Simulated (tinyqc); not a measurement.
Inside a calculation. Method: plane-wave Kohn-Sham cycle with exchange-only LDA in a layered model solid. One step of it, computed by the program tinyqc.

Task: Iteration 2: levels at that k. Diagonalise the Hermitian matrix.

H (hartree), order -2, -1, +0, +1, +2:
$$\begin{pmatrix}
0.261892 & -0.235263 & -0.094677 & 0.000217 & 0.000135 \\
-0.235263 & -0.108867 & -0.235263 & -0.094677 & 0.000217 \\
-0.094677 & -0.235263 & -0.209983 & -0.235263 & -0.094677 \\
0.000217 & -0.094677 & -0.235263 & -0.041456 & -0.235263 \\
0.000135 & 0.000217 & -0.094677 & -0.235263 & 0.396714
\end{pmatrix}$$

Give: eigenvalues.

Result:

eigenvalues (hartree): [-0.5979, -0.1095, 0.1261, 0.3766, 0.5030]
